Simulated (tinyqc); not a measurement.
Changing the heat of melting H_A: binary melting diagram from solution models of liquid and solid. Computed by tinyqc, a small Python program. Command: `OMP_NUM_THREADS=1 python tinyqc.py 3025949 3025950 out.jsonl melt sweep`. One thread of a shared host (Intel(R) Xeon(R) Processor @ 2.30GHz), about 0.01 s of CPU time with the checks.

x is the fraction of B. In a phase with interaction L: mu_A = G_A + R T ln(1 - x) + L x^2, mu_B = G_B + R T ln x + L (1 - x)^2. Melting: G(liquid) - G(solid) = H (1 - T/T_m) for each pure component.

Inputs (values chosen for the exercise, for a model alloy):
```
quantity                value    unit
melting point T_A         950       K
melting point T_B         655       K
heat of melting H_B      15.7  kJ/mol
liquid interaction L_L   -9.2  kJ/mol
```

Diagram: eutectic with pure solids.

Constants: R = 8.314462618 J/(mol K).

Method. Liquid against pure solid A: T = (H_A + L_L x^2)/(H_A/T_A - R ln(1 - x)); against pure solid B: T = (H_B + L_L (1 - x)^2)/(H_B/T_B - R ln x). Halve the interval 0.001 to 0.999 for the crossing, 44 times.

One run for each value:
```
heat of melting H_A (kJ/mol)  eutectic composition x_E  eutectic temperature T_E (K)
5.4                                             0.4018                         393.2
6.8                                             0.4416                         417.1
11.0                                            0.5326                         468.7
14.0                                            0.5820                         495.0
17.0                                            0.6234                         516.0
21.0                                            0.6701                         538.5
27.0                                            0.7274                         564.2
```

Give the missing row, heat of melting H_A (kJ/mol) = 8.6.

Computed row:
```
heat of melting H_A (kJ/mol)  eutectic composition x_E  eutectic temperature T_E (K)
8.6                                             0.4847                         442.0
```

Interpolating between the two neighbouring rows (linearly) misses most in eutectic composition x_E, by 0.85 %. Over the rows, eutectic composition x_E rises from 0.402 to 0.727 (exponent d ln y / d ln x 0.41 between the first rows and 0.33 between the last); eutectic temperature T_E (K) rises from 393 to 564 (exponent d ln y / d ln x 0.26 between the first rows and 0.19 between the last). A larger heat of melting at fixed T_A flattens the A branch, so the crossing moves towards B and upwards.

Extremes, crossings and ranges named in words are read from the listed rows.
